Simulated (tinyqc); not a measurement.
Inside a calculation. Model: grain-boundary trapping model (Seto) of a polycrystalline semiconductor film. Computed by tinyqc, a small Python program that keeps every step. Command: `OMP_NUM_THREADS=1 python tinyqc.py 3003986 3003987 out.jsonl poly walk`. One thread of a shared host (Intel(R) Xeon(R) Processor @ 2.30GHz), about 0.01 s of CPU time with the checks. Intermediate numbers are printed to about 5 digits and carried at full precision; extremes and crossings named in words are read from the listed rows.

Grains of equal size L are joined by thin boundaries with one trap level. Trapped carriers deplete a width W on each side and raise a barrier, crossed by thermionic emission. Dopants are fully ionised, statistics are non-degenerate and mu_g does not depend on T.

Inputs (values chosen for the exercise, modelled on polycrystalline silicon):
```
quantity                                     value        unit
permittivity eps                              11.7           -
effective mass m                              0.31         m_0
effective density of states at 300 K, N_c  2.7e+19      1/cm^3
grain size L                                   110          nm
trap density Q_t                           1.1e+12      1/cm^2
trap level E_t below the band edge            0.29          eV
doping N                                   2.2e+17      1/cm^3
mobility inside the grains mu_g                150  cm^2/(V s)
temperature T                                  350           K
```

Grain interior: resistance included.

Constants: e = 1.602176634e-19 C; eps_0 = 8.8541878128e-12 F/m; k_B = 8.617333262e-05 eV/K; m_0 = 9.1093837015e-31 kg; k_B = 1.380649e-23 J/K.

## Critical doping

If all traps fill, the grain is just depleted at N* = Q_t/L, with the barrier e Q_t L/(8 eps eps_0).

N* = 1.00e+17 1/cm^3

barrier at N* with all traps filled = 0.23392 V

The traps stay filled only while e V_B is below E_t - k_B T ln(N_c(T)/N*) = 0.114 eV. The barrier above exceeds that or lies within 2 k_B T of it, so band bending brings the traps close to or above E_F before all fill, and the real maximum is lower.

## Barrier

N_c(T) = N_c (T/300 K)^(3/2). Filled traps Q = Q_t/(1 + (1/2) exp((E_t* - E_F)/k_B T)), where E_t* = e V_B - E_t and E_F are counted from the band edge at the grain centre. Partial depletion: Q = 2 N W, V_B = e N W^2/(2 eps eps_0), E_F = k_B T ln(N/N_c); solve for W. If that W would exceed L/2 the grain is fully depleted: W = L/2, Q = N L, and E_F follows from the trap equation. Centre density n_0 = N_c exp(E_F/k_B T).

depletion width W = 22.795 nm

barrier V_B = 0.088403 V

E_F = -0.15205 eV

centre density n_0 = 2.20e+17 1/cm^3

The grain is partly depleted; 91.2 % of the traps are filled, and they hold 41.4 % of the carriers.

## Resistivity and effective mobility

Boundary: sigma_b = L e^2 n_0 exp(-e V_B/k_B T)/sqrt(2 pi m k_B T); drift through the grain, depleted parts included: rho_g = [(1 - 2W/L) + (2W/L) int_0^1 exp(y^2 s^2) ds]/(e n_0 mu_g); rho = 1/sigma_b + rho_g. Mean carrier density n_av = n_0 [(1 - 2W/L) + (2W/L) (sqrt(pi)/2) erf(y)/y], y = sqrt(e V_B/k_B T); effective mobility 1/(e n_av rho).

boundary resistivity = 0.27945 ohm cm

drift resistivity rho_g = 0.42781 ohm cm

resistivity rho = 0.70726 ohm cm

mean carrier density = 1.7529e+17 1/cm^3

effective mobility = 50.345 cm^2/(V s)

A single crystal with the same N and mu_g would have 0.189 ohm cm, a factor 3.74 lower.

## Activation energy

E_a = d ln(rho)/d(1/k_B T) from T - 5 K and T + 5 K; temperature coefficient d ln(rho)/dT.

activation energy E_a = 0.11499 eV

temperature coefficient = -1.0895 %/K

## Against the doping

The formulas are those given above.

The same film:
```
N (1/cm^3)  W (nm)  V_B (V)  mean density (1/cm^3)  mobility (cm^2/(V s))  rho (ohm cm)
3.00e+15    55.000  0.00702             4.1085e+13                 136.73    1.1111e+03
1.00e+16    55.000  0.02339             2.1690e+14                 126.02    2.2834e+02
2.50e+16    55.000  0.05848             1.5917e+15                  87.34    4.4896e+01
5.00e+16    54.477  0.11475             2.2846e+16                  30.80    8.8693e+00
8.00e+16    42.791  0.11328             4.6047e+16                  28.98    4.6769e+00
1.20e+17    34.151  0.10823             8.0091e+16                  31.77    2.4532e+00
2.00e+17    24.490  0.09276             1.5536e+17                  45.62    8.8074e-01
4.00e+17    13.502  0.05639             3.6207e+17                  91.67    1.8804e-01
1.00e+18     5.487  0.02328             9.7933e+17                 127.28    5.0074e-02
4.00e+18     1.375  0.00584             3.9939e+18                 136.90    1.1415e-02
```

The barrier peaks among these rows at N = 5.0e16 (0.115 V) and the mobility has its minimum at 8.0e16; N* is 1.0e17. While the grain is fully depleted (W = L/2) V_B grows as N; once all traps are filled it falls as 1/N (last exponent -1.00). From 5.0e16 to 1.2e17 it is pinned, because the trap level has met E_F and the traps fill only in part. Partly depleted rows (W < L/2) with e V_B below 2 k_B T stretch the depletion approximation. Where N approaches N_c the non-degenerate statistics fail. rho drops most steeply, as N^-2.3, between 2.5e16 and 5.0e16.

Checks made by the program: charge in the traps against the depleted charge (relative difference below 1e-10).
